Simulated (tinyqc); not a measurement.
Lattice vibrations of a chain, step by step. One step of it, computed by the program tinyqc.

Question. Dynamical matrix at q = 0.13. q is in units of 2 pi/a. A spring k from atom i to atom j, n cells on, adds k to Phi_ii and Phi_jj, -k exp(2 pi i q n) to Phi_ij and the conjugate to Phi_ji (for one atom a cell: 2k (1 - cos 2 pi q n)); D_ij = Phi_ij / sqrt(m_i m_j).

A chain moving along its axis:
```
atom   mass (u)  spring to the next atom (eV/angstrom^2)
1     95.800000                                23.100000
2      3.600000                                28.500000
3      8.100000                                 9.500000
4     27.000000                                 4.100000
```

Give: D(q).

Answer.

D(q) (eV/(angstrom^2 u)):
```
                 1        2        3                4
1           0.2839  -1.2439   0.0000  -0.0552+0.0588i
2          -1.2439  14.3333  -5.2778           0.0000
3           0.0000  -5.2778   4.6914          -0.6424
4  -0.0552-0.0588i   0.0000  -0.6424           0.5037
```
